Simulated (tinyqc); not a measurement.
Inside a calculation. Method: lattice vibrations of a chain. One step of it, computed by the program tinyqc.

Task: Dynamical matrix at q = 0.25. q is in units of 2 pi/a. A spring k from atom i to atom j, n cells on, adds k to Phi_ii and Phi_jj, -k exp(2 pi i q n) to Phi_ij and the conjugate to Phi_ji (for one atom a cell: 2k (1 - cos 2 pi q n)); D_ij = Phi_ij / sqrt(m_i m_j).

A chain moving along its axis:
```
atom,mass (u),spring to the next atom (eV/angstrom^2)
1,17.900000,16.900000
2,92.500000,9.500000
3,102.600000,24.400000
4,41.700000,14.200000
```

Give: D(q).

Result:

D(q) (eV/(angstrom^2 u)), lower triangle (Hermitian):
```
,1,2,3,4
1,1.737
2,-0.415,0.285
3,0.000,-0.098,0.330
4,0.000-0.520i,0.000,-0.373,0.926
```
